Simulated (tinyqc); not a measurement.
# Gap voltage and exponent from three temperatures

Inverse problem. At constant current VBE(T) = Vg0 - a T - eta (kB T/q) ln T, where a is a constant. Find Vg0, eta and dVBE/dT at the middle temperature.

Constants: q = 1.602176634e-19 C, kB = 1.380649e-23 J/K. Results are converted to the units shown.

T (K): [300, 330, 360]
VBE at a constant current (V): [0.7108460433, 0.6500892291, 0.5883910431]

Solution. The relation is linear in Vg0, a and eta, so three points give a linear system; the slope is (VBE - Vg0 - eta kB T/q)/T. eta rests on the curvature of VBE(T) alone, so real fits need accuracy of some tens of microvolts or better.

Vg0 = 1.21 V
eta = 4.00
dVBE/dT = -2.04 mV/K

Computed by the program tinyqc: `OMP_NUM_THREADS=1 python tinyqc.py 2062089 2062090 out.jsonl`, one thread of a shared Intel Xeon 2.30GHz, about 0.02 s for the whole run.
